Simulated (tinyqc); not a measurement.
# Electron continuity equation in a given potential, Scharfetter-Gummel discretisation, step by step

tinyqc, about 0.01 s, one thread, Intel Xeon 2.30GHz (shared host): `OMP_NUM_THREADS=1 python tinyqc.py 2220134 2220135 out.jsonl` Printed values are rounded.

Steady state in one dimension: J = q mu n E + q D dn/dx with E = -dpsi/dx and D = mu Vt, dJ/dx = 0, fixed densities nL and nR at the ends. The potential is given, psi = 0 for x < L/2 and U (2 x/L - 1) beyond, and is not changed by the electrons.

Parameters, values chosen for the exercise; mobility close to that of In0.53Ga0.47As at room temperature: temperature T = 300 K; electron mobility mu = 10900 cm^2/(V s); length of the region L = 1.1 um; density at x = 0 nL = 1.5e15 cm^-3; density at x = L nR = 0 cm^-3; potential difference psi(L) - psi(0) U = 0.36 V.

Constants: q = 1.602176634e-19 C, kB = 1.380649e-23 J/K, Vt = kB T/q. Results are converted to the units shown.

Range of the model: The drift velocity mu E exceeds 1e7 cm/s somewhere, where real mobilities no longer stay constant.

## Potential on the mesh

8 equal intervals, h = L/8; psi = 0 for x < L/2 and U (2 x/L - 1) beyond.

psi, node 0 to 8 (V): [0.000000, 0.000000, 0.000000, 0.000000, 0.000000, 0.090000, 0.180000, 0.270000, 0.360000]

## Bernoulli factors

d_i = (psi_(i+1) - psi_i)/Vt; B(d) = d/(exp(d) - 1), B(0) = 1. The flux on interval i is J_i = (q D/h) [n_(i+1) B(d_i) - n_i B(-d_i)].

```
interval      d_i    B(d_i)  B(-d_i)
0         0.00000         1        1
1         0.00000         1        1
2         0.00000         1        1
3         0.00000         1        1
4         3.48136  0.110506  3.59186
5         3.48136  0.110506  3.59186
6         3.48136  0.110506  3.59186
7         3.48136  0.110506  3.59186
```

The largest |d_i| is 3.48, above 2, where central differences lose the sign pattern that keeps densities positive.

## Tridiagonal system for the inner nodes

Row i (1 to 7): B(-d_(i-1)) n_(i-1) + b_i n_i + B(d_i) n_(i+1) = f_i with b_i = -B(-d_i) - B(d_(i-1)) and f_i = 0; the known end values are moved to the right: f_1 loses B(-d_0) nL and f_7 loses B(d_7) nR. h = L/8, D = mu Vt.

```
node  diagonal b  right side f (cm^-3)
1             -2               -1.5e15
2             -2                     0
3             -2                     0
4       -4.59186                     0
5       -3.70237                     0
6       -3.70237                     0
7       -3.70237                     0
```

## Densities and current

B(d) = d/(exp(d) - 1) with d_i = (psi_(i+1) - psi_i)/Vt; b and f are the diagonal and right side of the balance equations. Solve B(-d_(i-1)) n_(i-1) + b_i n_i + B(d_i) n_(i+1) = f_i (end values already in f), then J_i = (q D/h) [n_(i+1) B(d_i) - n_i B(-d_i)], h = L/8, D = mu Vt.

n, node 0 to 8 (cm^-3): [1.5e15, 1.15012e15, 8.00250e14, 4.50375e14, 1.00500e14, 1.00497e14, 1.00405e14, 9.74077e13, 0]
J, interval 0 to 7 (A/cm^2): [-1148.79, -1148.79, -1148.79, -1148.79, -1148.79, -1148.79, -1148.79, -1148.79]

Without sources J is the same on every interval. A mesh 200 times finer gives the same densities: for a potential that is linear on each interval and no sources the scheme is exact.
